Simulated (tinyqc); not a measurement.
Energy and lattice constant: complex band structure along [001] in sp3s* tight binding.

For k = (0, 0, kz) the phase sums are g0 = cos(phi) and g3 = i sin(phi), phi = kz a/4, and the s, pz, s* orbitals of anion (a) and cation (c) decouple from px, py. With z = exp(i phi), H(z) = H0 + z T + T^T/z for any complex z. H0 is diagonal (Esa, Epa, Exa, Esc, Epc, Exc). The anion-cation block is B(z) = z U + W/z and the cation-anion block z W^T + U^T/z, where U has Vss/2 (s,s), Vsapc/2 (s,z), -Vscpa/2 (z,s), Vxx/2 (z,z), Vxapc/2 (s*,z), -Vpaxc/2 (z,s*), and W has the same values with the s-z and s*-z signs reversed. |z| = 1 is a band state, |z| < 1 decays along [001] as exp(-kappa d) over a distance d, kappa = -(4/a) ln|z|. No spin-orbit coupling.

Values chosen for the exercise (out of a larger set: near a published set for Si, fitted to gaps, whose masses and valley positions are rough (light masses up to twice too heavy); not measured data):
- p = (-4.212, 1.731, -4.212, 1.731, 6.67, 6.67, -8.343, 1.701, 4.551, 5.678, 5.678, 5.348, 5.348) eV (order Esa, Epa, Esc, Epc, Exa, Exc, Vss, Vxx, Vxy, Vsapc, Vscpa, Vxapc, Vpaxc)
- a = 5.428 angstrom (lattice constant)
- dE = 0.84 eV (E - Ev)

The slowest root of the s-pz block and the heavy-hole branch, sinh^2(kappa a/4) = ((E - Epa)(E - Epc) - Vxx^2)/(Vxx^2 - Vxy^2), at E = Ev + dE with Ev the lower root of [[Epa, Vxx], [Vxx, Epc]]; the couplings are kept when a changes.

Results for these values:
```
case  slowest kappa (1/angstrom)  heavy-hole kappa (1/angstrom)
base                      0.1836                         0.2512
```

What happens to each result for dE = 0.87 eV, all else kept?

Answer: slowest kappa rises from 0.1836 to 0.1862; heavy-hole kappa rises from 0.2512 to 0.2540.

The same for each parameter in turn:
```
case                slowest kappa (1/angstrom)  heavy-hole kappa (1/angstrom)
base                                    0.1836                         0.2512
dE = 0.87 eV                            0.1862                         0.2540
a = 5.591 angstrom                      0.1783                         0.2439
```

With the couplings fixed, kappa a stays, so kappa scales as 1/a.

Program tinyqc; command `OMP_NUM_THREADS=1 python tinyqc.py 1452238 1452239 out.jsonl`; about 0.01 s on one thread of a shared Intel(R) Xeon(R) Processor @ 2.30GHz.
